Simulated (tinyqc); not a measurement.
Inside a calculation: defect-molecule model of a vacancy with Jahn-Teller distortion. Values are carried at full precision from step to step, so a last printed digit may differ when a step is redone from the rounded ones.

Four dangling hybrids a, b, c, d point into the vacancy: H_ii = E0, and -gm between any two. A tetragonal distortion Q pairs a with b and c with d: those two couplings become -gm - I Q and the other four -gm + I Q/2, at an elastic cost k Q^2/2. The a1 level holds two electrons; charge states 2+, + and 0 put n = 0, 1, 2 more into the lowest level of t2 origin. Energy from the 2+ state at Q = 0, with the Fermi level mu counted from Ev: W_n(Q) = n (et - 2 I Q) + k Q^2/2 + Uc n (n - 1)/2 - n mu. et = E0 + gm is the undistorted t2 level.

Values chosen for the exercise (of the size used for the vacancy in silicon; not measured data): E0 = -0.02 eV (level of a dangling hybrid, from Ev); gm = 0.39 eV (coupling between two dangling hybrids); I = 1.18 eV/angstrom (Jahn-Teller coupling); k = 16.4 eV/angstrom^2 (force constant of the mode); Uc = 0.26 eV (repulsion of two electrons in one orbital); Q = 0.05 angstrom (a trial distortion).

## The molecule at a trial distortion

Fill in H at Q.

H (eV), rows a, b, c, d and columns alike:
$$\begin{pmatrix}
-0.0200 & -0.4490 & -0.3605 & -0.3605 \\
-0.4490 & -0.0200 & -0.3605 & -0.3605 \\
-0.3605 & -0.3605 & -0.0200 & -0.4490 \\
-0.3605 & -0.3605 & -0.4490 & -0.0200
\end{pmatrix}$$

## One-electron levels

Diagonalise. By symmetry: a + b + c + d at E0 - 3 gm, a + b - c - d at E0 + gm - 2 I Q, and the pair a - b, c - d at E0 + gm + I Q.

levels (eV): [-1.1900, 0.2520, 0.4290, 0.4290]

The t2 triplet has split by 3 I Q = 0.1770 eV, and its centre has stayed.

## Relaxed charge states

Minimise W_n over Q: Q_n = 2 n I/k, gain n^2 E_JT with E_JT = 2 I^2/k. W_n at mu = 0 is n et - n^2 E_JT + Uc n (n - 1)/2.

E_JT = 0.1698 eV

States:
```
n  charge  Q_n (angstrom)  gain (eV)  W_n (eV)
0      2+          0.0000     0.0000    0.0000
1       +          0.1439     0.1698    0.2002
2       0          0.2878     0.6792    0.3208
```

## Transition levels and the effective U

From the energies W_n of the relaxed states with n = 0, 1, 2 electrons: E(2+/+) = W1 - W0, E(+/0) = W2 - W1, U_eff = E(+/0) - E(2+/+), E(2+/0) = (W2 - W0)/2.

levels above Ev (eV): (2+/+) 0.2002, (+/0) 0.1206, (2+/0) 0.1604

U_eff = -0.0796 eV

U_eff < 0: the second electron is bound more strongly than the first, the + state is never the lowest, and the charge changes by two at 0.1604 eV.

## Vertical against thermal levels

At fixed Q the level for adding the first electron is et - 2 I Q. Capture into 2+ at Q0 = 0 costs et; removal from + at Q1 = 2 I/k takes place at et - 2 E_JT, E_JT = 2 I^2/k; the thermal level lies between, and the Franck-Condon shift is E_JT on each side. et = E0 + gm.

levels (eV): vertical at Q0 0.3700, thermal 0.2002, vertical at Q1 0.0304

Stokes shift = 0.3396 eV

## Checks

- W2 from the formula against a numerical minimum over Q with the level from H(Q): both 0.32078.

Program tinyqc; command `OMP_NUM_THREADS=1 python tinyqc.py 1450683 1450684 out.jsonl`; about 0.01 s on one thread of a shared Intel(R) Xeon(R) Processor @ 2.30GHz.
